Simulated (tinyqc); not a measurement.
Tight binding, dimerised chain, step by step. Computed by tinyqc, a small Python program that keeps every step. Settings: t1 = 0.67, t2 = 1.45, delta = 0.48, points = 6, cells = 5. Command: `OMP_NUM_THREADS=1 python tinyqc.py 27435 27436 out.jsonl` (the two numbers bound the seeds that draw the settings). One thread of a shared host (Intel(R) Xeon(R) Processor @ 2.60GHz), about 0.01 s of CPU time with the checks.

## Bloch Hamiltonian at k

Parameters chosen for this model:
```
parameter     value                      unit
t1         0.670000       eV, inside the cell
t2         1.450000         eV, between cells
delta      0.480000  eV, +/- on the two sites
```

k point k (2 pi / a): [0.310000]

H_AA = +delta, H_BB = -delta, H_AB = -t1 - t2 exp(-i k a).

H(k) at k (eV), order A, B:
```
[[0.480000, -0.136219+1.348176i],
 [-0.136219-1.348176i, -0.480000]]
```

## Levels at k

Diagonalise the Hermitian matrix.

eigenvalues (eV): [-1.437544, 1.437544]

weights |c|^2 of the basis functions, order A, B:
```
[[0.333049, 0.666951],
 [0.666951, 0.333049]]
```

## Bloch Hamiltonian at X

k point X (2 pi / a): [0.500000]

As before.

H(k) at X (eV), order A, B:
```
[[0.480000, 0.780000],
 [0.780000, -0.480000]]
```

## Levels at X

As before.

eigenvalues (eV): [-0.915860, 0.915860]

weights |c|^2 of the basis functions, order A, B:
```
[[0.237951, 0.762049],
 [0.762049, 0.237951]]
```

## Bands along a path

The same steps at evenly spaced points between the labelled ones.

Bands along the path (eV):
```
k            band 1    band 2
G         -2.173661  2.173661
G-X 0.33  -1.937344  1.937344
G-X 0.67  -1.345474  1.345474
X         -0.915860  0.915860
```

With 1 band(s) filled, the highest filled level on these points lies at X and the lowest empty one at X: a gap of 1.8317 eV, direct.

## Berry (Zak) phase of the lower band

On 6 points k_j = j/N: phase = -Im ln of the product of <u_j|u_(j+1)>, closed with u_N = u_0 (the cell-periodic part is taken without the site positions). Single arguments depend on the phases chosen for the u_j; only their sum modulo 2 pi does not.

Overlaps:
```
j  |<u_j|u_j+1>|  argument (rad)
0       0.937282       -0.276759
1       0.912113       -0.298723
2       0.781597       -0.361423
3       0.781597       -0.361423
4       0.912113       -0.298723
5       0.937282       -0.276759
```

phase / pi, folded into (-1, 1] = 0.596452

## Open chain of 5 cells

H of the open chain (eV):
```
[[0.480000, -0.670000, 0.000000, 0.000000, 0.000000, 0.000000, 0.000000, 0.000000, 0.000000, 0.000000],
 [-0.670000, -0.480000, -1.450000, 0.000000, 0.000000, 0.000000, 0.000000, 0.000000, 0.000000, 0.000000],
 [0.000000, -1.450000, 0.480000, -0.670000, 0.000000, 0.000000, 0.000000, 0.000000, 0.000000, 0.000000],
 [0.000000, 0.000000, -0.670000, -0.480000, -1.450000, 0.000000, 0.000000, 0.000000, 0.000000, 0.000000],
 [0.000000, 0.000000, 0.000000, -1.450000, 0.480000, -0.670000, 0.000000, 0.000000, 0.000000, 0.000000],
 [0.000000, 0.000000, 0.000000, 0.000000, -0.670000, -0.480000, -1.450000, 0.000000, 0.000000, 0.000000],
 [0.000000, 0.000000, 0.000000, 0.000000, 0.000000, -1.450000, 0.480000, -0.670000, 0.000000, 0.000000],
 [0.000000, 0.000000, 0.000000, 0.000000, 0.000000, 0.000000, -0.670000, -0.480000, -1.450000, 0.000000],
 [0.000000, 0.000000, 0.000000, 0.000000, 0.000000, 0.000000, 0.000000, -1.450000, 0.480000, -0.670000],
 [0.000000, 0.000000, 0.000000, 0.000000, 0.000000, 0.000000, 0.000000, 0.000000, -0.670000, -0.480000]]
```

The same hoppings without the wrap-around bond.

levels (eV): [-2.096354, -1.873509, -1.534788, -1.146827, -0.480603, 0.480603, 1.146827, 1.534788, 1.873509, 2.096354]

weights of the highest filled level on the sites: [0.000495, 0.001017, 0.000105, 0.007008, 0.000022, 0.035313, 0.000004, 0.167850, 0.000001, 0.788185]

The bulk gap runs from -0.9159 to 0.9159 eV; 2 level(s) of this chain lie inside it: end states, which need the weaker bond inside the cell and a chain longer than their decay length.
